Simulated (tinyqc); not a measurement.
Barrier from its over-barrier resonances.

Question. A flat barrier of width d = 4.6 nm between equal leads transmits fully where k d = n pi, that is at E_n = U + C (n pi/d)^2/m, C = hbar^2/(2 m0), whatever the lead mass. Find m and U.

Constants: q = 1.602176634e-19 C, hbar = 1.054571817e-34 J s, m0 = 9.1093837015e-31 kg, hbar^2/(2 m0) = 0.0380998212 eV nm^2. Results are converted to the units shown.

energies of resonances n = 2 and 3 (eV): 1.0398134  2.0270802

Answer. The spacing is 5 C (pi/d)^2/m, which gives m; either energy then gives U.

m = 0.09000 m0
U = 0.2500 eV

tinyqc, about 0.04 s, one thread, Intel Xeon 2.30GHz (shared host): `OMP_NUM_THREADS=1 python tinyqc.py 2560018 2560019 out.jsonl`
